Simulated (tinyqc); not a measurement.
Band bending at a free surface with one surface level, surface photovoltage and Kelvin probe: two steps of the calculation.

n-type bulk, xi = Ec - EF = Vt ln(Nc/Nd), p0 = ni^2/Nd, ni = sqrt(Nc Nv) exp(-Eg/(2 Vt)), Eg in volts. b is the upward band bending, u = b/Vt. Space charge per area, in units of q: Qc = sign(b) sqrt((2 eps0 eps_r Vt/q) [(Nd + dn)(exp(-u) - 1) + Nd u + (p0 + dn)(exp(u) - 1)]), with dn the excess density under light (flat quasi-Fermi levels; 0 in the dark). The level holds -Ns f, f = 1/(1 + exp((xi + b - Es)/Vt)). Neutrality: Qc + Qf + (charge of the states) = 0.

Inputs (values chosen for the exercise); band and dielectric values close to those of gallium arsenide: temperature T = 300 K; band gap Eg = 1.42 eV; relative permittivity eps_r = 12.9; conduction-band density of states at T Nc = 4.37e17 cm^-3; valence-band density of states at T Nv = 9.05e18 cm^-3; electron affinity chi = 3.99 eV; donor density Nd = 1.1e15 cm^-3; fixed positive charge at the surface Qf = 2.2e10 cm^-2; density of an acceptor-like surface level Ns = 2.4e11 cm^-2; its depth below the conduction edge Es = 0.39 eV.

Constants: q = 1.602176634e-19 C, kB = 1.380649e-23 J/K, Vt = kB T/q, eps0 = 8.8541878128e-14 F/cm where lengths are in cm. Results are converted to the units shown.

Problem 1. Bulk quantities. xi, ni, p0, the Debye length sqrt(eps0 eps_r Vt/(q Nd)) and the flat-band work function chi + xi.

Wanted: xi; ni; p0; Debye length; chi + xi.

Solution 1.

xi = 0.15471 eV
ni = 2.3501e6 cm^-3
p0 = 0.0050210 cm^-3
Debye length = 129.44 nm
chi + xi = 4.1447 eV

Problem 2. Charges against band bending. Evaluate Qc, the surface charge Qf - Ns f and their sum in the dark; the root lies where the sum changes sign.

b, point 0 to 6 (V): 0.076  0.126  0.177  0.227  0.278  0.328  0.379

Find: Qc; surface charge; sum.

Solution 2.

```
point	Qc (cm^-2)	surface charge (cm^-2)	sum (cm^-2)
0	2.842e10	-2.175e11	-1.891e11
1	3.967e10	-2.145e11	-1.749e11
2	4.869e10	-1.952e11	-1.465e11
3	5.617e10	-1.171e11	-6.090e10
4	6.289e10	-1.659e10	4.629e10
5	6.884e10	1.553e10	8.437e10
6	7.442e10	2.108e10	9.550e10
```

The sum rises steadily with b, so there is one root; bisection gives b = 0.25243 V.

tinyqc, about 0.01 s, one thread, Intel Xeon 2.30GHz (shared host): `OMP_NUM_THREADS=1 python tinyqc.py 2430131 2430132 out.jsonl`
